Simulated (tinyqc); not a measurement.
From results back to parameters: four-band model of biased bilayer graphene near K. Three cases, with inputs chosen for the exercise.

Problem. With g1 the hopping between the dimer sites, v0 the velocity of one layer (hbar v) and no skew hoppings, the direct gap at K is U and the smallest gap is U g1/sqrt(U^2 + g1^2), on a ring of radius (U/2 v0) sqrt((2 g1^2 + U^2)/(g1^2 + U^2)). The values below come from hidden g1 and v0.

Case 1.

Values chosen (out of a larger set: near those used for Bernal bilayer graphene; not measured data): U = 0.05 eV (potential difference of the layers).

smallest gap = 0.0493197 eV
radius = 0.0051997 1/angstrom

Case 2.

Values chosen (out of a larger set: near those used for Bernal bilayer graphene; not measured data): U = 0.31 eV (potential difference of the layers).

smallest gap = 0.2368210 eV
radius = 0.0321251 1/angstrom

Case 3.

Values chosen (out of a larger set: near those used for Bernal bilayer graphene; not measured data): U = 0.14 eV (potential difference of the layers).

smallest gap = 0.1273802 eV
radius = 0.0145647 1/angstrom

Find: g1; v0.

Solution. 1/gap^2 = 1/U^2 + 1/g1^2 gives g1; the radius then gives v0.

Case 1.

g1 = 0.300 eV
v0 = 6.753 eV angstrom

Case 2.

g1 = 0.367 eV
v0 = 6.072 eV angstrom

Case 3.

g1 = 0.307 eV
v0 = 6.498 eV angstrom

Computed by tinyqc, one run a case: `OMP_NUM_THREADS=1 python tinyqc.py N N+1 out.jsonl` with N = 1450395, 1450445, 1450573; one thread of a shared Intel(R) Xeon(R) Processor @ 2.30GHz, about 0.06 s a run at most.
